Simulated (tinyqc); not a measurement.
# Changing the C44

Model: anisotropic elasticity and sound waves of a cubic crystal. Computed by tinyqc, a small Python program. Command: `OMP_NUM_THREADS=1 python tinyqc.py 3010278 3010279 out.jsonl cubicelastic sweep`. One thread of a shared host (Intel(R) Xeon(R) Processor @ 2.30GHz), about 0.01 s of CPU time with the checks.

Voigt order 1..6 = xx, yy, zz, yz, xz, xy, with engineering shear strains. The rotated frame has x' as named, z' along the wafer normal and y' = z' x x'.

Inputs (values chosen for the exercise, modelled on magnesium oxide):
```
quantity                                value   unit
C11                                     300.2    GPa
C12                                     95.39    GPa
expansion coefficient of the film          11  ppm/K
expansion coefficient of the substrate    4.2  ppm/K
cooling Delta T                           380      K
```

Frame: (110) wafer, x' along [001].

direction cosines a (rows x', y', z' in the cube axes):
```
           x          y         z
x'  0.000000   0.000000  1.000000
y'  0.707107  -0.707107  0.000000
z'  0.707107   0.707107  0.000000
```

Method:
- S11 = (C11 + C12)/D, S12 = -C12/D, D = (C11 - C12)(C11 + 2 C12), S44 = 1/C44. Zener ratio A = 2 C44/(C11 - C12); S0 = S11 - S12 - S44/2; H = 2 C44 + C12 - C11.
- C'_ijkl = C12 delta_ij delta_kl + C44 (delta_ik delta_jl + delta_il delta_jk) - H sum_m a_im a_jm a_km a_lm.
- Invert C' to S'. E along x' = 1/S'11, along y' = 1/S'22; Poisson ratios nu(x'y') = -S'12/S'11 and nu(x'z') = -S'13/S'11; in-plane shear modulus 1/S'66.
- On cooling, a thick substrate imposes eps_1 = eps_2 = (alpha_film - alpha_substrate) Delta T and eps_6 = 0; the free surface sets sigma_3 = sigma_4 = sigma_5 = 0, which fixes eps_3, eps_4, eps_5. Biaxial modulus M = (sigma_1 + sigma_2)/(2 eps); energy density M eps^2. Elastic response and constant coefficients are assumed.

One run for each value:
```
C44 (GPa)  Zener ratio A  E along x' (GPa)  E along y' (GPa)  biaxial modulus M (GPa)  nu(x'y')  nu(x'z')
30.7              0.2998            254.20            103.78                   208.97   0.24113   0.24113
43.0              0.4199            254.20            136.86                   235.92   0.24113   0.24113
60.1              0.5869            254.20            176.92                   269.11   0.24113   0.24113
84.1              0.8212            254.20            223.95                   308.90   0.24113   0.24113
118.0             1.1523            254.20            276.91                   354.80   0.24113   0.24113
165.0             1.6112            254.20            332.47                   404.24   0.24113   0.24113
230.0             2.2460            254.20            387.65                   454.72   0.24113   0.24113
322.0             3.1444            254.20            440.71                   504.59   0.24113   0.24113
451.0             4.4041            254.20            488.52                   550.69   0.24113   0.24113
```

Describe and explain the trends.

Over the rows, Zener ratio A rises from 0.300 to 4.40 (exponent d ln y / d ln x about 1.0 throughout); E along x' (GPa) does not change; E along y' (GPa) rises from 104 to 489 (exponent d ln y / d ln x 0.82 between the first rows and 0.31 between the last); biaxial modulus M (GPa) rises from 209 to 551 (exponent d ln y / d ln x 0.36 between the first rows and 0.26 between the last). The exponent of E along x' stays at 0: a pull along a cube axis causes no C44 shear. The crystal is isotropic at C44 = (C11 - C12)/2 = 102 GPa.

Caution (all rows): the thermal stress of this film exceeds 200 MPa, which can relax by slip, cracking or buckling in a real film.
